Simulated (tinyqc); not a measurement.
Width of the well: strained quantum well: band edges, subbands and transparency.

Growth on (001), barriers unstrained: tr(e) = e (2 - nu2), Z = b e (1 + nu2); Ec = Ev + Eg + ac tr(e), E_HH = Ev + av tr(e) + Z, E_LH = Ev + av tr(e) - Z (coupling to the split-off band left out).

Masses along z: me, 1/(g1 - 2 g2) for HH, 1/(g1 + 2 g2) for LH, likewise in the barrier; in the plane me, 1/(g1 + g2) for HH and 1/(g1 - g2) for LH (no mixing, which understates the hole masses away from k = 0). Level n solves k L + 2 atan[(k/m)/(kappa/mb)] = n pi, k = sqrt(m E/c), kappa = sqrt(mb (V - E)/c), c = hbar^2/2m0.

Transparency (Bernard-Duraffourg): Fc - Fv equals the lowest transition energy with n = p, n = sum m/(2 pi c) kB T ln(1 + exp((Fc - E)/kB T)) and p likewise over the listed subbands; c = hbar^2/2m0, 1/angstrom^2 = 1e16/cm^2.

Constants: hbar^2/2m0 = 3.80998211 eV angstrom^2; kB = 8.617333262e-05 eV/K; hc = 1239.841984 eV nm.

Inputs chosen for the exercise (near those of an InGaAs/InP well; shifted at random, so the results belong to these values and not to a real crystal):
- e = 0.0004 (strain in the plane)
- nu2 = 0.997 (2 C12/C11)
- Eg = 0.724 eV (unstrained gap of the well)
- Ev = -0.594 eV (its valence edge)
- ac = -6.06 eV
- av = 1.08 eV (Ev moves by av tr(e))
- b = -1.89 eV (shear potential)
- Egb = 1.352 eV (gap of the barrier)
- Evb = -0.94 eV (its valence edge)
- me = 0.043 m0 (electron mass)
- g1 = 13.88 (gamma1)
- g2 = 5.47 (gamma2)
- meb = 0.08 m0
- g1b = 5.08
- g2b = 1.6
- T = 350 K (temperature)
- Ls = (30, 40, 55, 70, 90, 120) angstrom (widths)

All levels anew.

Results:
```
L (angstrom)  wavelength (nm)  top hole  hh1 - lh1 (meV)  n_tr (1e12/cm^2)  share in top  n_tr/L (1e18/cm^3)
30                       1337       hh1               88             0.443          0.85                1.48
40                       1415       hh1               73             0.465          0.77                1.16
55                       1494       hh1               55             0.510          0.63                0.93
70                       1546       hh1               43             0.557          0.52                0.80
90                       1591       hh1               32             0.619          0.41                0.69
120                      1632       hh1               21             0.716          0.32                0.60
```

What can be read from this table?

The wavelength tunes by 294 nm. The sheet density at transparency changes from 0.44 to 0.72, the top hole subband holding 0.85 and 0.32 of the holes at the ends, while the volume density falls by a factor 2.5. Critical thickness and carrier escape are left out.

Run: tinyqc, `OMP_NUM_THREADS=1 python tinyqc.py 1280355 1280356 out.jsonl`; Intel(R) Xeon(R) Processor @ 2.30GHz, one thread, shared host; about 0.01 s of CPU time with all checks.
